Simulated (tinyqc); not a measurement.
Interface traps by the conductance method, a continuum of levels: one step of the calculation.

MOS capacitor on an n-type substrate; psi is the band bending, negative in depletion; only majority carriers are counted. The traps exchange electrons with the conduction band; their admittance lies in parallel with Cd, and that pair in series with Cox and Rs. w = 2 pi f.

Question. Parallel conductance and capacitance. With x = w tau: Gp/w = Cit ln(1 + x^2)/(2 x), Cp = Cd + Cit arctan(x)/x.

Parameters, values chosen for the exercise:

| symbol | value | unit | meaning |
|---|---|---|---|
| f | 6e5 | Hz | signal frequency |

Cd = 336.94520 nF/cm^2
tau = 2.4261746e-7 s
Cit = 16.021766 nF/cm^2

Find: x; Gp/w; Cp.

Answer.

x = 0.91465
Gp/w = 5.3243 nF/cm^2
Cp = 349.92 nF/cm^2

The peak of Gp/w lies at x = 1.98 with the height 0.402 Cit; this frequency gives 0.332 Cit.

Computed by the program tinyqc: `OMP_NUM_THREADS=1 python tinyqc.py 2030172 2030173 out.jsonl`, one thread of a shared Intel Xeon 2.30GHz, about 0.02 s for the whole run.
